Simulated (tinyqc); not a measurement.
# Changing the drain voltage V_D

Model: ballistic transport through the one-dimensional subbands of a rectangular nanowire or nanosheet channel. Computed by tinyqc, a small Python program. Command: `OMP_NUM_THREADS=1 python tinyqc.py 3002866 3002867 out.jsonl wire sweep`. One thread of a shared host (Intel(R) Xeon(R) Processor @ 2.30GHz), about 0.05 s of CPU time with the checks.

Hard walls, parabolic subbands, transport along x. Energies are counted from the bulk conduction band edge at the top of the barrier, which the gate pulls down by U; the source Fermi level lies at the bulk edge when U = 0.

Inputs (values chosen for the exercise, modelled on GaN): mass m = 0.2 m_0; height a = 4.2 nm; width b = 4.8 nm; equivalent oxide thickness t = 1.2 nm; gate voltage above flat band V_G = 0.98 V; temperature T = 77 K.

Valleys: single isotropic valley.

Constants: hbar^2/(2 m_0) = 3.80998212 eV angstrom^2; k_B = 8.617333262e-05 eV/K; m_0 = 9.1093837015e-31 kg; k_B = 1.380649e-23 J/K; hbar = 1.054571817e-34 J s; eps_0 = 8.8541878128e-12 F/m; e = 1.602176634e-19 C; h = 6.62607015e-34 J s.

Method:
- E_pq = (hbar^2 pi^2/2)(p^2/(m_y b^2) + q^2/(m_z a^2)); m_x = m_y = m_z = m, degeneracy g = 1; the 10 lowest subbands are kept.
- F_j(eta) = (1/Gamma(j + 1)) int_0^infinity x^j/(1 + exp(x - eta)) dx, F_0 = ln(1 + exp(eta)). Integrals over x = E/(k_B T) use 160 Gauss-Legendre points in u = sqrt(x) from 0 to sqrt(max(eta, 0) + 32).
- With degeneracy g = 1, eta_i = (U - E_i)/(k_B T) and u = e V_D/(k_B T): line density n = sum_i g sqrt(2 m_x k_B T/pi)/(2 hbar) [F_-1/2(eta_i) + F_-1/2(eta_i - u)]; gate: e n = C_ox (V_G - U/e), C_ox = 3.9 eps_0 2 (a + b)/t (flat-plate estimate); I = (2 e k_B T/h) sum_i g [F_0(eta_i) - F_0(eta_i - u)].

One run for each value; columns: (1) drain voltage V_D (V); (2) ballistic current I (microampere); (3) U (meV); (4) line density n (1/nm); (5) mean velocity I/(e n) (1e7 cm/s):
```
(1)       (2)    (3)    (4)    (5)
0.0050   1.13  527.3  1.464  0.048
0.0094   2.12  529.0  1.458  0.091
0.0180   4.04  532.6  1.446  0.174
0.0340   7.43  539.2  1.425  0.326
0.0630  12.89  548.5  1.395  0.576
0.1200  23.05  566.3  1.337  1.076
```

What does the table show, and why?

Over the rows, ballistic current I (microampere) rises from 1.13 to 23.1 (exponent d ln y / d ln x 1.00 between the first rows and 0.90 between the last); U (meV) rises from 527 to 566 (exponent d ln y / d ln x 0.0052 between the first rows and 0.050 between the last); line density n (1/nm) falls from 1.46 to 1.34 (exponent d ln y / d ln x -0.0061 between the first rows and -0.066 between the last). At the low end the exponent of ballistic current I is 1.00, close to 1: the linear region, I = G V_D. As drain injection dies, the gate restores the charge by pulling the barrier down (U rises), which adds to the current before it saturates. Left out: 0.220, 0.420, 0.800 (too degenerate for the energy grid).

Extremes, crossings and ranges named in words are read from the listed rows.
